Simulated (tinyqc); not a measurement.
The mass ratio: thresholds of impact ionisation and Auger recombination from band masses.

Inputs chosen for the exercise (out of a larger set: near those of CdTe, gap at low temperature and not tied to T; not measured data): Eg = 1.619 eV (gap at Gamma to the s-like level).

mu = me/mh is varied; thresholds in units of Eg for ionisation started by an electron, (1 + 2 mu)/(1 + mu), and by a heavy hole, (2 + mu)/(1 + mu).

Results:
```
mu     electron (Eg)  hole (Eg)  electron (eV)  hole (eV)
0.033         1.0319     1.9681          1.671      3.186
0.052         1.0494     1.9506          1.699      3.158
0.159         1.1372     1.8628          1.841      3.016
0.450         1.3103     1.6897          2.121      2.736
0.620         1.3827     1.6173          2.239      2.618
0.700         1.4118     1.5882          2.286      2.571
1.000         1.5000     1.5000          2.429      2.429
```

What does the comparison show, and why?

The two thresholds add up to 3 Eg in every row and are equal, 3/2 Eg, at mu = 1. The lighter carrier has the lower threshold; in the first row the two differ by 1.516 eV, which would favour one carrier in avalanche multiplication. Real ionisation rates depend on the whole band structure and can be nearly equal although the edge masses differ.

tinyqc: `OMP_NUM_THREADS=1 python tinyqc.py 1850202 1850203 out.jsonl`; about 0.01 s, one thread, shared Intel(R) Xeon(R) Processor @ 2.30GHz.
